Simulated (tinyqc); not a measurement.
Inside a calculation. Model: band offsets of oxides on a semiconductor by the charge-neutrality-level model.

Program tinyqc, `OMP_NUM_THREADS=1 python tinyqc.py 2410153 2410154 out.jsonl`; Intel Xeon 2.30GHz, shared host, one thread, about 0.01 s. Printed values are rounded.

Each material has a charge-neutrality level at the depth Phi = chi + Eg - CNL below vacuum. For oxide B on semiconductor A, dEc = (chiA - PhiA) - (chiB - PhiB) + S (PhiA - PhiB), dEv = EgB - EgA - dEc, with the pinning factor S = 1/(1 + 0.1 (eps_inf - 1)^2) of the oxide. S = 1 is the affinity rule, S = 0 aligns the two levels.

Parameters, values chosen for the exercise; substrate values close to those of In0.53Ga0.47As: gap of the semiconductor EgA = 0.76 eV; its electron affinity chiA = 4.4 eV; its charge-neutrality level above the valence edge cA = 0.55 eV.

Range of the model: The model ignores the chemistry of the actual interface, which can move offsets by several tenths of an eV.

## One oxide

oxide values (close to hafnium oxide): Eg (eV) 6, chi (eV) 2.44, CNL (eV) 3.68, eps_inf 3.89

Depths of both levels, S and the two offsets.

PhiA = 4.61 eV
PhiB = 4.76 eV
S = 0.544897
dEc = 2.02827 eV
dEv = 3.21173 eV

The limits are dEc = 1.96 eV (S = 1) and 2.11 eV (S = 0).

## Oxides compared

Oxides (values chosen for the exercise, close to those of the materials named):
```
,Eg (eV),chi (eV),CNL above Ev (eV),eps_inf
silicon dioxide,8.86,0.91,4.6,2.3
silicon nitride,5.37,2.12,2.58,4.16
aluminium oxide,8.79,0.98,5.43,3.3
hafnium oxide,6,2.44,3.68,3.89
zirconium oxide,5.83,2.52,3.5,4.84
titanium oxide,3.19,3.79,2.23,7.64
tantalum oxide,4.43,3.27,3.31,4.81
```

The same for each oxide, with both limits.

Offsets:
```
,S,dEc (eV),dEv (eV),"dEc, S = 1 (eV)","dEc, S = 0 (eV)"
silicon dioxide,0.8554,3.571,4.529,3.490,4.050
silicon nitride,0.5004,2.430,2.180,2.280,2.580
aluminium oxide,0.6540,3.327,4.703,3.420,3.150
hafnium oxide,0.5449,2.028,3.212,1.960,2.110
zirconium oxide,0.4041,2.023,3.047,1.880,2.120
titanium oxide,0.1849,0.7241,1.706,0.6100,0.7500
tantalum oxide,0.4079,0.9997,2.670,1.130,0.9100
```

Both offsets exceed 1 eV for: silicon dioxide, silicon nitride, aluminium oxide, hafnium oxide, zirconium oxide. dEc falls short for: titanium oxide, tantalum oxide. The choice of S matters most for silicon dioxide, where the limits differ by 0.560 eV.
